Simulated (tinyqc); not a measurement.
Metal gate on a two-layer dielectric stack with fixed charge and a dipole: one step of the calculation.

Gate, layer 2, layer 1, p-type semiconductor; x runs from the gate inwards. Charges are counted in units of +q. psi is the band bending at the surface, positive towards inversion. Classical charge, Boltzmann statistics, no interface traps.

Task. Charge in the semiconductor. ni = sqrt(Nc Nv) exp(-Eg/(2 Vt)), Eg in volts. Qs = -sign(psi) sqrt(2 q eps0 eps_r Na Vt [exp(-u) + u - 1 + (ni/Na)^2 (exp(u) - u - 1)]), u = psi/Vt.

Values chosen for this exercise; band and dielectric values close to those of silicon, layer 1 close to silicon dioxide, layer 2 close to hafnium oxide:
```
symbol    value   unit                                 meaning
T           300      K                             temperature
Eg          1.1     eV                                band gap
eps_r      11.6                          relative permittivity
Nc      2.81e19  cm^-3  conduction-band density of states at T
Nv      2.66e19  cm^-3     valence-band density of states at T
Na         1e17  cm^-3                        acceptor density
ps         0.86      V   band bending psi of the working point
```

Constants: q = 1.602176634e-19 C, kB = 1.380649e-23 J/K, Vt = kB T/q, eps0 = 8.8541878128e-14 F/cm where lengths are in cm. Results are converted to the units shown.

Give: Qs.

Result.

Qs = -0.1827 uC/cm^2

The surface is in strong inversion: psi exceeds 2 Vt ln(Na/ni) = 0.810 V.

Numbers from tinyqc (`OMP_NUM_THREADS=1 python tinyqc.py 2010172 2010173 out.jsonl`; about 0.01 s on one thread of a shared Intel Xeon 2.30GHz).
